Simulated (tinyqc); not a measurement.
Cabrera-Mott growth of a thin oxide under its own electric field: one step, computed by the program tinyqc.

Electrons cross the film freely and set a fixed potential V across it; the field V/x lowers the barrier for ions entering the oxide.

Task: Thickness after time t. u = u0 exp(-W/(k_B T)), X1 = z b V/(k_B T) with V in volts and k_B T in eV; dx/dt = 2 u sinh(X1/x). t(x) = int_(x0)^x dx / (dx/dt) by Gauss-Legendre quadrature (80 points on each side of (x0 + 2 x)/3), solved for x.

Inputs (values chosen for the exercise, for a model metal): Mott potential V = 1.7 V; temperature T = 500 K; starting thickness x0 = 8.3 angstrom; time t = 200000 s.

Backward hops: kept.

u = 1.510142e-06 angstrom/s

X1 = 248.5688 angstrom

Give: thickness x; rate at time t; field at time t.

Result:

thickness x = 66.98 angstrom

rate at time t = 6.171e-05 angstrom/s

field at time t = 2.538 MV/cm

X1/x = 3.71: the field term still rules. Caution: the starting field or rate is formal: the first layers form as fast as oxygen arrives.
